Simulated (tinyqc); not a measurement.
Worked calculation (part 2 of 2): UHF in the sto-3g basis, for BeH, spin multiplicity 2. This run ends on a higher stationary point, not on the lowest solution. Computed by tinyqc, a small Python program that keeps every step (integrals from PySCF). Command: `OMP_NUM_THREADS=1 python tinyqc.py 24313 24314 out.jsonl` (the two numbers bound the seeds that draw the settings). One thread of a shared host (Intel(R) Xeon(R) Processor @ 2.60GHz), about 0.1 s of CPU time with the checks.

Geometry (angstrom):
```
atom,x,y,z
Be,0.000000,0.000000,0.000000
H,0.000000,0.000000,1.358000
```

## Iteration 10 (converged): orbitals

converged F(alpha) (hartree), lower triangle:
```
,1Be 1s,1Be 2s,1Be 2px,1Be 2py,1Be 2pz,2H 1s
1Be 1s,-4.487107
1Be 2s,-1.290586,-0.611898
1Be 2px,0.000000,0.000000,0.124714
1Be 2py,0.000000,0.000000,0.159395,-0.076745
1Be 2pz,0.015493,-0.124351,0.000000,0.000000,0.086238
2H 1s,-0.335555,-0.411817,0.000000,0.000000,-0.207457,-0.141003
```

converged F(beta) (hartree), lower triangle:
```
,1Be 1s,1Be 2s,1Be 2px,1Be 2py,1Be 2pz,2H 1s
1Be 1s,-4.456584
1Be 2s,-1.274411,-0.404659
1Be 2px,0.000000,0.000000,0.278111
1Be 2py,0.000000,0.000000,-0.020499,0.304020
1Be 2pz,0.014245,-0.146045,0.000000,0.000000,0.045190
2H 1s,-0.334921,-0.390925,0.000000,0.000000,-0.320339,-0.350011
```

X, lower triangle:
```
,1Be 1s,1Be 2s,1Be 2px,1Be 2py,1Be 2pz,2H 1s
1Be 1s,1.027640
1Be 2s,-0.145751,1.153588
1Be 2px,0.000000,0.000000,1.000000
1Be 2py,0.000000,0.000000,0.000000,1.000000
1Be 2pz,-0.011461,0.143197,0.000000,0.000000,1.161455
2H 1s,0.021554,-0.343334,0.000000,0.000000,-0.388396,1.284463
```

Diagonalise F' = X^T F X, C = X C', fill 3 alpha and 2 beta electrons from the bottom; D(s) = C_occ C_occ^T. Each column has its largest component positive (the first on a tie).

F' = X^T F X (alpha) (hartree), lower triangle:
```
,1,2,3,4,5,6
1,-4.377987
2,-0.687821,-0.219177
3,0.000000,0.000000,0.124714
4,0.000000,0.000000,0.159395,-0.076745
5,0.016640,0.037865,0.000000,0.000000,0.274377
6,-0.045980,-0.379352,0.000000,0.000000,-0.353170,0.243474
```

orbital energies (alpha) (hartree): MO1 -4.491214, MO2 -0.385252, MO3 -0.164571, MO4 0.079719, MO5 0.212540, MO6 0.717435

coefficients C (alpha):
```
,MO1,MO2,MO3,MO4,MO5,MO6
1Be 1s,0.991061,-0.235713,0.000000,-0.166394,0.000000,0.111509
1Be 2s,0.033684,0.711155,0.000000,0.665326,0.000000,-0.735431
1Be 2px,0.000000,0.000000,-0.482589,0.000000,0.875847,0.000000
1Be 2py,0.000000,0.000000,0.875847,0.000000,0.482589,0.000000
1Be 2pz,-0.000483,0.201066,0.000000,-0.650244,0.000000,-1.028212
2H 1s,-0.004201,0.397868,0.000000,-0.359683,0.000000,1.277243
```

F' = X^T F X (beta) (hartree), lower triangle:
```
,1,2,3,4,5,6
1,-4.346389
2,-0.705004,0.013837
3,0.000000,0.000000,0.278111
4,0.000000,0.000000,-0.020499,0.304020
5,0.016542,0.048545,0.000000,0.000000,0.284016
6,-0.048097,-0.357669,0.000000,0.000000,-0.409462,0.005128
```

orbital energies (beta) (hartree): MO1 -4.459991, MO2 -0.419529, MO3 0.144169, MO4 0.266816, MO5 0.315315, MO6 0.691944

coefficients C (beta):
```
,MO1,MO2,MO3,MO4,MO5,MO6
1Be 1s,0.992126,-0.145127,-0.232713,0.000000,0.000000,0.135471
1Be 2s,0.029408,0.326851,0.859188,0.000000,0.000000,-0.802802
1Be 2px,0.000000,0.000000,0.000000,0.875847,-0.482589,0.000000
1Be 2py,0.000000,0.000000,0.000000,0.482589,0.875847,0.000000
1Be 2pz,-0.001256,0.256124,-0.555020,0.000000,0.000000,-1.070895
2H 1s,-0.002087,0.679617,-0.186788,0.000000,0.000000,1.192588
```

D(alpha) after iteration 10, lower triangle:
```
,1Be 1s,1Be 2s,1Be 2px,1Be 2py,1Be 2pz,2H 1s
1Be 1s,1.037763
1Be 2s,-0.134245,0.506876
1Be 2px,0.000000,0.000000,0.232892
1Be 2py,0.000000,0.000000,-0.422674,0.767108
1Be 2pz,-0.047872,0.142972,0.000000,0.000000,0.040428
2H 1s,-0.097947,0.282805,0.000000,0.000000,0.080000,0.158317
```

D(beta) after iteration 10, lower triangle:
```
,1Be 1s,1Be 2s,1Be 2px,1Be 2py,1Be 2pz,2H 1s
1Be 1s,1.005377
1Be 2s,-0.018258,0.107697
1Be 2px,0.000000,0.000000,0.000000
1Be 2py,0.000000,0.000000,0.000000,0.000000
1Be 2pz,-0.038417,0.083678,0.000000,0.000000,0.065601
2H 1s,-0.100702,0.222072,0.000000,0.000000,0.174069,0.461884
```

## Convergence

Stop when the energy changes by less than 1e-10 hartree and every element of the error matrix X^T (F D S - S D F) X (for each spin) is below 3e-06.

Course of the cycle:
```
iteration,E (hartree),change,largest element of the error matrix
1,-14.65837969,-,1.80e-01
2,-14.80814414,-1.50e-01,3.60e-02
3,-14.81404503,-5.90e-03,1.34e-02
4,-14.81639590,-2.35e-03,1.17e-02
5,-14.81827533,-1.88e-03,6.49e-03
6,-14.81884436,-5.69e-04,3.79e-04
7,-14.81884648,-2.12e-06,3.88e-05
8,-14.81884649,-7.47e-09,1.10e-05
9,-14.81884649,-1.94e-09,3.33e-06
10,-14.81884649,-8.40e-11,2.41e-07
```

PySCF UHF in the same basis, after a stability check = -14.93412732 hartree

Converged in 10 iterations. But the solution lies 0.11528 hartree above the reference: it is another stationary point, not the lowest one. Reruns (cap 100 unless said): DIIS 8: converged in 10 to a higher stationary point; damping 0.5: converged in 86 to a higher stationary point; level shift 0.5: converged in 80 to a higher stationary point; atomic densities as start, DIIS 8: converged in 10.

## Populations, bond orders and dipole

overlap S, lower triangle:
```
,1Be 1s,1Be 2s,1Be 2px,1Be 2py,1Be 2pz,2H 1s
1Be 1s,1.000000
1Be 2s,0.259517,1.000000
1Be 2px,0.000000,0.000000,1.000000
1Be 2py,0.000000,0.000000,0.000000,1.000000
1Be 2pz,0.000000,0.000000,0.000000,0.000000,1.000000
2H 1s,0.066781,0.452701,0.000000,0.000000,0.520780,1.000000
```

Mulliken: Z minus the diagonal of D S on the atom; Loewdin: the same with S^(1/2) D S^(1/2); Mayer order: 2 sum_s sum (D(s) S)_ij (D(s) S)_ji over the two atoms.

Charges (e):
```
atom,Mulliken,Loewdin,Mulliken spin
1Be,-0.032193,-0.037334,1.324879
2H,0.032193,0.037334,-0.324879
```

Mayer bond orders:
```
pair,order
2-1,0.893417
```

dipole moment about the origin, x y z (debye): 0.000000  0.000000  -2.432436

<S^2> of the determinant (pure state: 0.75) = 0.886754
